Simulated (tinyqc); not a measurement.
Resistance of a tapered via with liner, size effect and interface: two steps of the calculation.

A round via whose diameter grows from db at the bottom as D(z) = db + 2 z/tan(ang). The fill, of diameter D - 2 tl, starts above the bottom liner (thickness fb tl) and has rho = rho0 (1 + ks lam/(D - 2 tl)); the sidewall liner conducts in parallel with it. The bottom liner and the interface are crossed over the full area pi db^2/4. Spreading in the lines above and below is left out.

Values chosen for this exercise; fill metal close to copper:
- db = 30 nm (diameter at the bottom)
- hv = 84 nm (height)
- ang = 89 degrees (sidewall angle)
- rho0 = 1.65 uohm cm (bulk resistivity of the fill)
- lam = 39.2 nm (mean free path of the fill)
- ks = 1.2 (size-effect factor)
- tl = 2.9 nm (liner on the sidewall)
- fb = 1 (liner at the bottom over that on the sidewall)
- rl = 540 uohm cm (resistivity of the liner)
- ri = 6.2e-13 ohm cm^2 (interface resistivity at the bottom)
- Sb = 1.1e15 S/m^2 (ballistic conductance per area, about 3/(4 rho0 lam))

Task 1. Slices of the via. Slices between z0 = fb tl and hv, evaluated at their midpoints: conductance per length pi/4 [(D - 2 tl)^2/rho + (D^2 - (D - 2 tl)^2)/rl], slice resistance = slice height over that. 10 slices.

Give: z; D; rho; slice resistance.

Result 1.

z, slice 0 to 9 (nm): [6.955, 15.06, 23.18, 31.29, 39.40, 47.51, 55.62, 63.73, 71.83, 79.94]
D, slice 0 to 9 (nm): [30.24, 30.53, 30.81, 31.09, 31.38, 31.66, 31.94, 32.22, 32.51, 32.79]
rho, slice 0 to 9 (uohm cm): [4.825, 4.789, 4.754, 4.719, 4.685, 4.652, 4.619, 4.587, 4.556, 4.526]
slice resistance, slice 0 to 9 (ohm): [0.8301, 0.8051, 0.7812, 0.7583, 0.7363, 0.7153, 0.6950, 0.6756, 0.6569, 0.6389]

Task 2. Total resistance. R_fill = sum of the slices; R_bottom = rl fb tl/(pi db^2/4); R_interface = ri/(pi db^2/4); ballistic (Sharvin) limit 1/(Sb pi (db - 2 tl)^2/4); ideal cylinder rho0 hv/(pi db^2/4).

slice resistance, slice 0 to 9 (ohm): [0.83005757, 0.80512172, 0.78122761, 0.75832017, 0.73634782, 0.71526222, 0.69501804, 0.67557273, 0.65688634, 0.63892130]

Find: parts; R; shares; ballistic limit; ideal cylinder.

Result 2.

parts (ohm): fill 7.2927, bottom liner 22.154, interface 0.087712
R = 29.535 ohm
shares (%): fill 24.692, bottom liner 75.011, interface 0.297
ballistic limit = 1.9765 ohm
ideal cylinder = 1.9608 ohm

The bottom liner is the largest part, and R is 15.1 times the ideal cylinder. With 2000 slices R = 29.535 ohm.

Computed by the program tinyqc: `OMP_NUM_THREADS=1 python tinyqc.py 2750024 2750025 out.jsonl`, one thread of a shared Intel Xeon 2.30GHz, about 0.01 s for the whole run.
